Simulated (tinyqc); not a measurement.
# Polarisation charge from two barrier thicknesses

Problem. VT = phiB - dEc - q sigma d/(eps0 eps_r). Find sigma, phiB - dEc and the thickness at which VT = 0.

Parameters, values chosen for the exercise: relative permittivity of barrier and channel eps_r = 9.5.

Constants: q = 1.602176634e-19 C, eps0 = 8.8541878128e-14 F/cm where lengths are in cm. Results are converted to the units shown.

VT for d = 25 and 35 nm (V): -7.8890444  -11.363766

Solution. VT is linear in d.

sigma = 1.82e13 cm^-2
phiB - dEc = 0.798 V
thickness for VT = 0 = 2.30 nm

Numbers from tinyqc (`OMP_NUM_THREADS=1 python tinyqc.py 2570128 2570129 out.jsonl`; about 0.02 s on one thread of a shared Intel Xeon 2.30GHz).
